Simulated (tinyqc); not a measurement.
Inside a calculation. Model: scattering of inversion-layer electrons by surface optical phonons of the gate insulator (remote phonon scattering). Computed by tinyqc, a small Python program that keeps every step. Command: `OMP_NUM_THREADS=1 python tinyqc.py 3111938 3111939 out.jsonl sophonon walk`. One thread of a shared host (Intel(R) Xeon(R) Processor @ 2.30GHz), about 0.02 s of CPU time with the checks. Intermediate numbers are printed to about 7 digits and carried at full precision; extremes and crossings named in words are read from the listed rows.

One subband with the Fang-Howard envelope; insulator and channel are half-spaces, the gate is far away, and an interlayer only moves the polar surface away by t (its own modes and its permittivity contrast are left out).

Inputs (values chosen for the exercise, modelled on Al2O3 on germanium):
```
quantity                                   value        unit
static constant of the insulator eps_0s     12.7           -
intermediate constant eps_i                 7.33           -
optical constant eps_inf                    3.21           -
hbar omega_TO1                              47.5         meV
hbar omega_TO2                              69.5         meV
constant of the channel eps_s               16.2           -
in-plane mass m                            0.118         m_0
valleys g_v                                    4           -
sheet density n                          1.2e+12      1/cm^2
mean distance of the electrons z0 = 3/b      1.3          nm
interlayer thickness t                       1.4          nm
temperature T                                150           K
electron energy E                             95         meV
mobility from other processes                330  cm^2/(V s)
```

Screening by the channel electrons: static.

Constants: k_B = 8.617333262e-05 eV/K; hbar^2/(2 m_0) = 3.80998212 eV angstrom^2; e^2/(4 pi eps_0) = 14.39964548 eV angstrom; hbar = 6.582119569e-16 eV s; e = 1.602176634e-19 C; m_0 = 9.1093837015e-31 kg.

## Surface modes and strengths

eps(w) = eps_inf + (eps_0s - eps_i) w1^2/(w1^2 - w^2) + (eps_i - eps_inf) w2^2/(w2^2 - w^2). Surface modes solve eps(w) + eps_s = 0, a quadratic in w^2; the strength of a mode is g = 2/(w d eps/dw). Occupation N = 1/(exp(hbar w/(k_B T)) - 1).

hbar omega_SO (meV): 1 51.75897, 2 77.82675

strengths g: 1 0.00517737, 2 0.01174039

occupations N: 1 0.01857671, 2 0.00243328

hbar omega g (2 N + 1) (meV): 1 0.2779317, 2 0.9181628

The lower mode has the larger hbar omega g N, the prefactor of absorption before the dependence on q: 0.00498 and 0.00222 meV.

## The electron gas

Density of states D = g_v m/(pi hbar^2); eta = E_F/(k_B T) = ln(exp(n/(D k_B T)) - 1); screening wave number q_s = e^2 D/(2 eps_0 eps_avg) x 1/(1 + exp(-eta)), eps_avg = (eps_s + eps_inf)/2; b = 3/z0.

D = 1.971693e+14 1/(eV cm^2)

eta = -0.5085837

q_s = 0.6902634 1/nm

b = 2.307692 1/nm

## Squared matrix elements

For a mode of strength g, without the occupation factor, Area x |M(q)|^2 = e^2 hbar w g/(2 eps_0 q) x (b/(b + q))^6 exp(-2 q t) / (1 + (q_s/q) H(q))^2, H = (1 + 9 x/8 + 3 x^2/8)/(1 + x)^3, x = q/b.

Area x |M|^2 (meV^2 nm^2):
```
q (1/nm)  (b/(b + q))^6  exp(-2 q t)    mode 1    mode 2
0.05          0.8793154    0.8693582  182.2056  621.2664
0.10          0.7752852    0.7557837  260.9552  889.7791
0.20          0.6073261    0.5712091  268.2503  914.6533
0.30          0.4803185    0.4317105  208.0750  709.4735
0.50          0.3082977    0.2465970   95.2938  324.9232
0.80          0.1676638    0.1064585   23.8190   81.2158
1.20          0.0810846    0.0347353    3.4938   11.9129
```

## Rates at the energy E

Approximate momentum relaxation rate, taking tau v alike in the initial and final states: 1/tau = (m/(2 pi hbar^3)) sum over modes and over absorption (N, E' = E + hbar w) and emission (N + 1, E' = E - hbar w > 0) of [(1 - f(E'))/(1 - f(E))] int_0^(2 pi) Area |M(q)|^2 (1 - cos theta) d theta, q^2 = k^2 + k'^2 - 2 k k' cos theta, f the Fermi function; 48 midpoints in theta from 0 to pi.

rates (1/ps): mode 1 absorption 0.0006602, mode 1 emission 0.0821829, mode 2 absorption 0.0002433, mode 2 emission 0.3288802

tau at E = 2427.381 fs

## Mobility

mu = (e/m) int tau E f (1 - f) dE/(k_B T int f dE), by 300 midpoints from 0 to (max(eta, 0) + 14) k_B T; Matthiessen sum with the other processes.

remote-phonon mobility = 3884186 cm^2/(V s)

total mobility = 329.9720 cm^2/(V s)

loss of mobility = 0.008495267 %

Caution: a relaxation time is only an approximation for inelastic scattering, and static or no screening brackets the true dynamic screening only roughly.

## What an interlayer buys

The formulas are those given above.

Against the interlayer thickness:
```
t (nm)  remote-phonon mobility (cm^2/(V s))  total (cm^2/(V s))
0.0                            6.575466e+05            329.8345
0.3                            9.743839e+05            329.8883
0.6                            1.435163e+06            329.9241
1.0                            2.378464e+06            329.9542
1.5                            4.379790e+06            329.9751
2.0                            7.854434e+06            329.9861
3.0                            2.316392e+07            329.9953
```

1 nm of interlayer raises the remote-phonon mobility by a factor 3.62, as exp(2 q t) with an effective q of 0.64 per nm; between 2 and 3 nm the effective q is 0.54. The total stays at 330 over the first nanometre.

Checks made by the program: sum of strengths against 1/(eps_s + eps_inf) - 1/(eps_s + eps_0s) (relative difference below 1e-10).
